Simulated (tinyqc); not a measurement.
Doping density: delta-doped layer in the Thomas-Fermi potential.

All donors ionised in the plane z = 0, zero temperature, energies from the Fermi level EF of the Thomas-Fermi model, which lies at the bulk band edge; c = hbar^2/2m0, q = e^2/(4 pi eps0). Layer in a (001) plane: two valleys with m_z = ml, m_d = mt (unprimed) and four with m_z = mt, m_d = sqrt(ml mt) (primed); m3 = (ml mt^2)^(1/3), gv = 6. With n = (gv/3 pi^2)(m3 (-V)/c)^(3/2) and V'' = -(4 pi q/eps) n for z > 0, the solution is V = -b/(|z| + z0)^4 with sqrt(b) = 20/K, K = (4 pi q/eps)(gv/3 pi^2)(m3/c)^(3/2), and z0^5 = 4b/(e F0), e F0 = 2 pi q N/eps; 1e13/cm^2 = 1e-3/angstrom^2. Exchange and correlation are left out.

Subbands solve -(c/m_z) psi'' + V psi = E psi on 1280 points of spacing z0/80; up to ten levels for each group, kept if bound with an rms width below 2.5 z0.

Constants: hbar^2/2m0 = 3.80998211 eV angstrom^2; e^2/(4 pi eps0) = 14.39964547 eV angstrom.

Parameters, chosen for this exercise (near those of a delta-doped layer in Si; not measured data): ml = 0.912 m0 (longitudinal mass); mt = 0.192 m0 (transverse mass); eps = 11.9 (dielectric constant); Nl = (0.25, 0.5, 1, 1.8, 3, 5, 8) x 1e13/cm^2 (sheet densities).

The well, the lowest level and the filling anew; at zero temperature n_i = g m_d (mu - E_i)/(2 pi c), with mu fixed by sum n_i = N.

Results:

| N (1e13/cm^2) | z0 (angstrom) | depth (eV) | lowest (eV) | next - lowest (eV) | occupied | share of lowest (%) |
|---|---|---|---|---|---|---|
| 0.25 | 42.9 | 0.0204 | -0.0057 | 0.0032 | 2 | 35.5 |
| 1.0 | 32.5 | 0.0618 | -0.0215 | 0.0109 | 2 | 32.9 |
| 1.8 | 28.9 | 0.0990 | -0.0373 | 0.0180 | 3 | 31.7 |
| 3.0 | 26.1 | 0.1489 | -0.0599 | 0.0277 | 3 | 30.5 |
| 5.0 | 23.6 | 0.2241 | -0.0957 | 0.0422 | 3 | 29.3 |
| 8.0 | 21.5 | 0.3264 | -0.1469 | 0.0620 | 3 | 28.2 |

Give the missing row, N (1e13/cm^2) = 0.50.

Computed row:
```
N (1e13/cm^2)  z0 (angstrom)  depth (eV)  lowest (eV)  next - lowest (eV)  occupied  share of lowest (%)
0.50                    37.4      0.0355      -0.0111              0.0060         2                 34.3
```

The depth grows as N^(4/5) and z0 shrinks as N^(-1/5): factors 16.0 and 2.00 for 32 times the doping. The lowest level deepens faster, with exponent 0.94, since the zero-point energy takes a smaller share of a deeper well (72 % falling to 55 %). The number of occupied subbands is 2 in the first row and 3 in the last. Up to N = 1 the donor spacing exceeds 1.5 Bohr radii (one radius, a0 eps/m with the density-of-states mass, is 20 angstrom), where a uniform sheet is a crude picture of discrete donors (beyond about three radii electrons stay on single donors).

(tinyqc, `OMP_NUM_THREADS=1 python tinyqc.py 1280912 1280913 out.jsonl`, Intel(R) Xeon(R) Processor @ 2.30GHz, 1 thread, shared host, about 0.2 s.)
